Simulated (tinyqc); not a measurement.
Carrier lifetime of an n-type layer with SRH, radiative, Auger and surface recombination: course of the iteration.

Uniform excess density dn = dp (no trapping), n = n0 + dn, p = p0 + dn, Boltzmann statistics, full ionisation. Surfaces enter as a rate 2 S dn/d, which holds while diffusion to them is fast.

Start: dn = 7e13 cm^-3.

With e = n p - ni^2 = dn (n0 + p0 + dn): U_SRH = e/(tp0 (n + n1) + tn0 (p + p1)), U_rad = B e, U_Aug = (Cn n + Cp p) e, U_s = 2 S dn/d. Substitution: tau = dn/U with U the sum, dn(new) = G tau.

Stop when the step is below 1e-10 of the value, or after 40 iterations.

Parameters, values chosen for the exercise; band and dielectric values close to those of silicon:

| symbol | value | unit | meaning |
|---|---|---|---|
| B | 4.79e-15 | cm^3/s | radiative coefficient |
| Cn | 4.4e-31 | cm^6/s | Auger coefficient (two electrons) |
| Cp | 2.1e-31 | cm^6/s | Auger coefficient (two holes) |
| S | 0 | cm/s | surface recombination velocity (both faces) |
| d | 10 | um | sample thickness |
| G | 3.7e19 | cm^-3 s^-1 | generation rate |

n0 = 3.60000e17 cm^-3
p0 = 2.10147e7 cm^-3
n1 = 3.67929e11 cm^-3
p1 = 2.05618e13 cm^-3
tn0 = 9.88142e-8 s
tp0 = 1.97628e-5 s

Course of the iteration:

| iteration | dn before the step (cm^-3) | step (cm^-3) |
|---|---|---|
| 1 | 7e13 | 2.68e14 |
| 2 | 3.38282e14 | -3.29e11 |
| 3 | 3.37953e14 | 4.03e8 |
| 4 | 3.37954e14 | -4.94e5 |
| 5 | 3.37954e14 | 605 |

Did this iteration meet its convergence test, and what does its course show?

Yes. Converged in 5 iterations. At the solution d ln U/d ln dn = 1.00, so the logarithmic slope of the map is 1 - 1.00 = 0.00; its size is below 1, so substitution contracts.

Program tinyqc, `OMP_NUM_THREADS=1 python tinyqc.py 2300123 2300124 out.jsonl`; Intel Xeon 2.30GHz, shared host, one thread, about 0.01 s.
